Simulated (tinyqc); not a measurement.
Worked calculation: free-carrier optics of a doped semiconductor (Drude model). Values are carried at full precision from step to step, so a last printed digit may differ when a step is redone from the rounded ones.

eps(E) = ei [1 - Ep^2/(E^2 + i E Gam)], with Ep^2 = 8 pi c (e^2/(4 pi eps0)) N/(m ei), c = hbar^2/2m0, N in 1/angstrom^3 (1e-24 per 1/cm^3); Gam = hbar/tau, tau = mu m m0/e with m0/e = 5.685630e-12 kg/C and mu in m^2/(V s). Energies in meV.

Constants: hbar^2/2m0 = 3.80998211 eV angstrom^2; e^2/(4 pi eps0) = 14.39964547 eV angstrom; hbar = 6.58211957e-16 eV s; hbar c = 1973.269805 eV angstrom.

Parameters, chosen for this exercise (mass and dielectric values near those of Si; N and mu are free inputs; interband absorption and the rise of the mass with filling are left out; shifted at random, so the results belong to these values and not to a real crystal): N = 1.2e+19 1/cm^3 (carrier density); m = 0.284 m0 (conductivity mass); mu = 180 cm^2/(V s) (mobility); ei = 11.73 (high-frequency dielectric constant); E = 129.4 meV (photon energy).

## Plasma energy and damping

Evaluate Ep, tau, Gam, the plasma wavelength hc/Ep (hc = 1239.841984 eV nm) and the dc resistivity 1/(e N mu), e = 1.602176634e-19 C.

Ep = 70.48 meV
tau = 29.06 fs
Gam = 22.65 meV
plasma wavelength = 17.59 micrometre
rho = 0.00289 ohm cm

Ep/Gam = 3.11: the edge is smeared by scattering.

## Dielectric function at one energy

Insert the numbers.

free-carrier term = -3.3760+0.5908i
eps = 8.3540+0.5908i

## Optical constants

n + i k = sqrt(eps1 + i eps2) with k >= 0; R = ((n - 1)^2 + k^2)/((n + 1)^2 + k^2) at normal incidence from vacuum; alpha = 2 E k/(hbar c), times 1e8 for 1/cm; loss function Im(-1/eps) = eps2/(eps1^2 + eps2^2).

Convert eps at the photon energy E (in meV) into the optical constants.

n = 2.8921
k = 0.1021
R = 0.2369
alpha = 1.34e+03 1/cm

Light of this energy penetrates 1/alpha = 7.46 micrometre.

## Checks

- Integral of E eps2 of the free-carrier term against (pi/2) ei Ep^2 (meV^2): both 91516.

Program tinyqc; command `OMP_NUM_THREADS=1 python tinyqc.py 1681858 1681859 out.jsonl`; about 0.01 s on one thread of a shared Intel(R) Xeon(R) Processor @ 2.30GHz.
